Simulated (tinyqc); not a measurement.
Margin needed against array size.

Cells fail independently with probability Q(k) = erfc(k/sqrt(2))/2 when the margin is k standard deviations, and Y = exp(-Nb Q(k)). phi = exp(-k^2/2)/sqrt(2 pi).  k solves Y = exp(-Nb Q(k)); the estimate is sqrt(2 ln(Nb/(-ln Y))).

Inputs (values chosen for the exercise): wanted yield Y = 0.999.

Margin needed against array size:
```
Nb	allowed Q	k	estimate
64	1.563e-5	4.164	4.704
1024	9.771e-7	4.758	5.261
16384	6.107e-8	5.290	5.764
262144	3.817e-9	5.776	6.226
4194304	2.385e-10	6.226	6.657
67108864	1.491e-11	6.647	7.061
1073741824	9.318e-13	7.044	7.443
```

A 1.68e7-fold larger array raises k only from 4.16 to 7.04; the last factor of 16 costs 0.40 standard deviations. The estimate, which drops the factor 1/(k sqrt(2 pi)) of the tail, is 13 % above k in the first row and 5.7 % above it in the last.

Numbers from tinyqc (`OMP_NUM_THREADS=1 python tinyqc.py 2090060 2090061 out.jsonl`; about 0.01 s on one thread of a shared Intel Xeon 2.30GHz).
